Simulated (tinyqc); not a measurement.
Speciation in dilute and buffered hydrofluoric acid, oxide etch rate and bath loading. From etch rate back to HCl added. Computed by tinyqc, a small Python program. Command: `OMP_NUM_THREADS=1 python tinyqc.py 3121255 3121256 out.jsonl hfetch inv`. One thread of a shared host (Intel(R) Xeon(R) Processor @ 2.30GHz), about 0.01 s of CPU time with the checks.

Concentrations stand for activities, NH4+ and Cl- are spectators, and water ionisation is neglected. H, F and HF2 denote the ions H+, F- and HF2-. The base temperature is 298 K.

Inputs (values chosen for the exercise, of the order of those for thermal oxide at room temperature):
```
quantity,value,unit
HF added,0.34,mol/L
NH4F added,0,mol/L
K1 = [H][F]/[HF],0.000722,mol/L
K2 = [HF2]/([HF][F]),4.41,L/mol
K3 = [H2F2]/[HF]^2,0,L/mol
rate constant of neutral HF k_a,16,nm L/(min mol)
rate constant of HF2 k_b,59,nm L/(min mol)
activation energy,0.31,eV
temperature error,1.1,K
oxide removed per wafer,38,nm
```

Constants: k_B = 8.617333262e-05 eV/K.

Method:
- Fluoride balance: [HF] + [F] + 2 [HF2] + 2 [H2F2] = HF added + NH4F added. Acid balance: [H] + [HF] + [HF2] + 2 [H2F2] = HF added + HCl added. For a trial [H], [HF] = [H][F]/K1, and the fluoride balance is a quadratic in [F].
- The root is refined to 1e-13 in pH = -log10 [H].
- Rate = k_a ([HF] + 2 [H2F2]) + k_b [HF2], an empirical two-term form.
- Time = oxide/rate; a temperature error changes the rate by exp((E_a/k_B)(1/298 - 1/(298 + error))) - 1.

Task: A run gave the result below. Find the HCl added, known to lie between 0.011 and 0.026 mol/L.

etch rate = 5.593319 nm/min

Result:

Each step takes the trial c = (a f_b - b f_a)/(f_b - f_a), f being the result less the target and a, b, c the logarithms of the listed values; c replaces end b, the old b replaces a if the sign of f changed, and otherwise f_a is halved.

Scan of the range:
```
HCl added (mol/L),etch rate (nm/min)
0.0110,5.60184
0.0127,5.59717
0.0147,5.59189
0.0169,5.58633
0.0195,5.58011
0.0225,5.57336
0.0260,5.56605
```

False position (Illinois rule, in the logarithm of the input) inside the bracket:
```
step,end a,end b,trial,etch rate (nm/min)
1,0.0127000,0.0147000,0.0141293,5.59337
2,0.0147000,0.0141293,0.0141497,5.59332
3,0.0147000,0.0141497,0.0141503,5.59332
4,0.0141497,0.0141503,0.0141500,5.59332
```

Etch rate falls at every point of a 13-point scan of the range (every second point is shown), so one value fits; it is bracketed by 0.0127 and 0.0147. Answer: HCl added = 0.01415 mol/L.
